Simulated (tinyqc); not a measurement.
One anharmonic mode: perturbation theory, self-consistent phonons and exact levels: one step, computed by the program tinyqc.

V(x) = k x^2/2 + b x^4 for one coordinate x of mass M. A constant K > 0 gives hbar Omega = sqrt((hbar^2/u) K/M) with K in eV/angstrom^2 and M in u.

Problem. Shape of the double well. Minima at x_0 = sqrt(-k/(4 b)), depth k^2/(16 b), curvature -2k there.

Inputs (values chosen for the exercise, for a model mode): mode mass M = 117 u; harmonic constant k = -0.955 eV/angstrom^2; quartic constant b = 12.8 eV/angstrom^4.

Shape: double well.

Constants: hbar^2/u = 4.18015928e-03 eV angstrom^2.

Give: x_0; well depth; harmonic quantum in a well; depth / zero-point energy of a well.

Solution.

x_0 = 0.1366 angstrom

well depth = 4.453 meV

harmonic quantum in a well = 8.261 meV

depth / zero-point energy of a well = 1.078

The lowest levels lie near the top of the barrier.
